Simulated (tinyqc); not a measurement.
# Current of a Schottky diode by thermionic-emission-diffusion theory, and its read-back from I-V-T and C-V data, step by step

A worked calculation. Computed by tinyqc, a small Python program that keeps every step. Command: `OMP_NUM_THREADS=1 python tinyqc.py 3030762 3030763 out.jsonl schottky walk`. One thread of a shared host (Intel(R) Xeon(R) Processor @ 2.30GHz), about 0.01 s of CPU time with the checks. Intermediate numbers are printed to about 7 digits and carried at full precision; extremes and crossings named in words are read from the listed rows.

Full ionisation, no tunnelling, no recombination current. V is the voltage across the junction itself, forward positive.

Inputs (values chosen for the exercise, modelled on n-type amorphous oxide):
```
quantity                                     value           unit
Richardson constant A*                        40.6   A/(cm^2 K^2)
effective density of states at 300 K, N_c  4.9e+18         1/cm^3
permittivity eps                                10              -
mobility mu                                    8.8     cm^2/(V s)
barrier without image force phi_0 (mean)      0.79             eV
doping N                                   5.1e+16         1/cm^3
series resistance R_s                          1.3  milliohm cm^2
junction voltage V                            0.21              V
temperature T                                  250              K
standard deviation sigma                        44            meV
relative change of sigma^2 with bias, rho     0.76            1/V
```

Barrier: Gaussian spread of heights.

Constants: k_B = 8.617333262e-05 eV/K; e = 1.602176634e-19 C; eps_0 = 8.8541878128e-12 F/m.

## Barrier at the given bias

N_c(T) = N_c (T/300 K)^(3/2); V_bi = phi_0 - (k_B T/e) ln(N_c(T)/N); surface field F = sqrt(2 e N (V_bi - V - k_B T/e)/(eps eps_0)); image lowering d_phi = sqrt(e F/(4 pi eps eps_0)); effective barrier phi = phi_0 - d_phi - sigma^2 (1 - rho V)/(2 k_B T).

built-in voltage V_bi = 0.6975429 V

surface field F = 92.74140 kV/cm

image lowering = 36.54372 meV

effective barrier phi = 0.7156948 eV

## Current

Collection velocity v_R = A* T^2/(e N_c(T)); diffusion velocity v_D = mu F; J = e N_c(T) v_R/(1 + v_R/v_D) exp(-phi/k_B T) [exp(e V/k_B T) - 1]. Terminal voltage V + J R_s.

v_R = 4248850 cm/s

v_D = 816124.3 cm/s

current density J = 2.613366e-05 A/cm^2

terminal voltage = 0.2100000 V

v_D/v_R = 0.192: drift and diffusion through the depletion layer limit the current.

## Read-back from the I-V curve

Ideality n = (e/k_B T)/(d ln J/dV) by a central difference of +/- 1 mV; J_0 = J exp(-e V/(n k_B T)); apparent barrier phi_IV = k_B T ln(A* T^2/J_0); a C-V plot gives phi_CV = phi_0, the mean without lowering.

ideality factor n = 1.078849

extrapolated J_0 = 3.113080e-09 A/cm^2

apparent barrier phi_IV = 0.7396762 eV

phi_CV - phi_IV = 50.32381 meV

n exceeds 1 because forward bias lowers the field, which weakens the image lowering and v_D, and narrows the spread of barriers.

## Temperature series and Richardson plot

A least-squares line of ln(J_0/T^2) against 1/(k_B T) gives a barrier (minus the slope) and a Richardson constant (exp of the intercept).

At the same junction voltage:
```
T (K)  1/k_B T (1/eV)         n  J_0 (A/cm^2)  phi_IV (eV)  ln(J_0/T^2)
200          58.02259  1.081897  1.219521e-12    0.7192537    -38.02920
250          46.41807  1.078849  3.113080e-09    0.7396762    -30.63058
300          38.68173  1.080035  7.023792e-07    0.7569498    -25.57636
350          33.15577  1.084062  3.720308e-05    0.7726787    -21.91499
400          29.01130  1.090365  7.731217e-04    0.7876853    -19.14800
450          25.78782  1.098927  8.474934e-03    0.8024295    -16.98914
```

barrier from the Richardson plot = 0.6530892 eV

Richardson constant from the plot = 0.7953025 A/(cm^2 K^2)

From 200 to 450 K n goes from 1.082 to 1.099 and phi_IV from 0.719 to 0.802 eV. The plot returns 0.653 eV against phi_0 = 0.79 and a constant 0.0196 times the true A*: a spread of barriers lets cold carriers pick the low patches, which bends the plot and lowers both numbers.

## Forward curve with series resistance

Terminal voltage V + J R_s; apparent ideality from neighbouring rows, (e/k_B T) dV_terminal/d ln J.

Forward curve; the last column belongs to the interval up to the next row:
```
V (V)    J (A/cm^2)  terminal voltage (V)  apparent n
0.164  3.597366e-06              0.164000    1.077535
0.227  5.427800e-05              0.227000    1.083891
0.291  8.413337e-04              0.291001    1.092544
0.354  1.223736e-02              0.354016    1.108258
0.418  1.802249e-01              0.418234    1.176065
0.481  2.431495e+00              0.484161    1.844576
0.545  3.149713e+01              0.585946    9.030949
0.609  3.369752e+02              1.047068           -
```

The resistance takes over where J R_s exceeds k_B T/e, at J = 16.6 A/cm^2; the apparent ideality climbs from 1.08 to 9.03, so barrier and n must be read below that current.

Checks made by the program: v_D = mu F against the drift-diffusion integral over the parabolic barrier, a ratio 2 y Dawson(y) with y^2 = (V_bi - V)/(k_B T/e) - 1 (relative difference 2e-02).
